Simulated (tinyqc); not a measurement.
Tersoff bond-order potential: one step, computed by the program tinyqc. Command: `OMP_NUM_THREADS=1 python tinyqc.py 3023944 3023945 out.jsonl tersoff walk`. One thread of a shared host (Intel(R) Xeon(R) Processor @ 2.30GHz), about 0.01 s of CPU time with the checks.

E = (1/2) sum_(i, j != i) [A exp(-lambda r_ij) - b_ij B exp(-mu r_ij)], b_ij = (1 + (beta zeta_ij)^n)^(-1/(2n)), zeta_ij = sum_(k != i, j) g(theta_ijk), g = 1 + c^2/d^2 - c^2/(d^2 + (h - cos theta)^2), with theta at atom i. Only nearest neighbours count (cut-off function 1 for them, 0 beyond).

Question. Unrelaxed vacancy. Each of the four neighbours loses one bond; its three other bonds now have zeta = 2 g, for the direction that starts at it. E_v = -E + 12 x (1/2)(b(3g) - b(2g)) B exp(-mu r), where -E is the pair-like cost.

Inputs (values chosen for the exercise, modelled on silicon):

| quantity | value | unit |
|---|---|---|
| B | 462.17 | eV |
| mu | 1.7322 | 1/angstrom |
| beta | 1.13e-06 | - |
| n | 0.7779 | - |

zeta = 28264.90

energy per atom of the diamond lattice = -4.332592 eV

bond order b = 0.9582327

bond length = 2.379216 angstrom

Give: b(2g); unrelaxed vacancy energy E_v.

Answer.

b(2g) = 0.9691

unrelaxed vacancy energy E_v = 3.844 eV

Stronger back bonds return 0.488 eV, so E_v is 89 % of the cohesive energy.
